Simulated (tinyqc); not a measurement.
Overlap of hydrogenic dopants: pairs, impurity band and the Mott density: one step. A pair with one electron. Three cases, with inputs chosen for the exercise.

Problem. Form S, J, Kx, the two levels, t, and the total energy of the lower state with the repulsion, relative to a distant pair (-1).

Ry* = Ry m/eps^2, aB = a0 eps/m. For 1s orbitals a distance rho = R/aB apart, in Ry*: overlap S = exp(-rho)(1 + rho + rho^2/3), J = (2/rho)(1 - (1 + rho) exp(-2 rho)) (attraction to the other ion), Kx = 2 (1 + rho) exp(-rho) (exchange of one electron). One electron on a pair has E = -1 - (J +/- Kx)/(1 +/- S), without the repulsion 2/rho of the ions. Hopping after orthogonalisation: t = (Kx - S J)/(1 - S^2), half the splitting. Dopants on a lattice with z neighbours, n = (3 sqrt3/4)/R^3 (bcc), give a band of width B = 2 z t, as on any lattice of two interpenetrating sublattices. Valleys, central cells and disorder are left out.

Give: S, J, Kx; levels; t; energy of the pair against a distant one (negative: bound).

Case 1.

Values chosen (out of a larger set: an isotropic mass and dielectric constant of the size used for donors in GaAs; not measured data): rho = 2.9 aB (distance of a pair).

Ry* = 5.39908 meV
aB = 105.83544 angstrom

Solution.

S, J, Kx: 0.36884  0.68151  0.42918

levels (Ry*): even -1.81141, odd -1.39979

t = 0.20581 Ry*
energy of the pair against a distant one (negative: bound) = -0.12176 Ry*

In this host the pair is 30.7 nm long and its splitting 2t is 2.22 meV.

Case 2.

Values chosen (out of a larger set: an isotropic mass and dielectric constant of the size used for donors in SiC; not measured data): rho = 3.7 aB (distance of a pair).

Ry* = 58.75723 meV
aB = 12.76407 angstrom

Solution.

S, J, Kx: 0.22902  0.53899  0.23240

levels (Ry*): even -1.62764, odd -1.39766

t = 0.11499 Ry*
energy of the pair against a distant one (negative: bound) = -0.08710 Ry*

In this host the pair is 4.7 nm long and its splitting 2t is 13.51 meV.

Case 3.

Values chosen (out of a larger set: an isotropic mass and dielectric constant of the size used for donors in GaN; not measured data): rho = 3.8 aB (distance of a pair).

Ry* = 30.04610 meV
aB = 25.76622 angstrom

Solution.

S, J, Kx: 0.21506  0.52505  0.21476

levels (Ry*): even -1.60887, odd -1.39531

t = 0.10678 Ry*
energy of the pair against a distant one (negative: bound) = -0.08255 Ry*

In this host the pair is 9.8 nm long and its splitting 2t is 6.42 meV.

Computed by tinyqc, one run a case: `OMP_NUM_THREADS=1 python tinyqc.py N N+1 out.jsonl` with N = 1452726, 1452758, 1452887; one thread of a shared Intel(R) Xeon(R) Processor @ 2.30GHz, about 0.01 s a run at most.
